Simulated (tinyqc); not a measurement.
From results to parameters: two-site tight-binding chain. Computed by the program tinyqc.

Problem. A two-site chain has site energies +delta (A) and -delta (B) and hoppings t1 > t2 > 0, so E = +/- sqrt(delta^2 + |t1 + t2 exp(-ika)|^2). Find delta, t1 and t2.

upper band at k = 0 = 3.054996 eV
upper band at the zone edge = 1.120089 eV
weight of the upper band on site A at the zone edge = 0.674093

Solution. The weight on A is (1 + delta/E)/2, which gives delta; then t1 + t2 = sqrt(E(0)^2 - delta^2) and t1 - t2 = sqrt(E(edge)^2 - delta^2).

delta, t1, t2 (eV): 0.3900  2.0400  0.9900
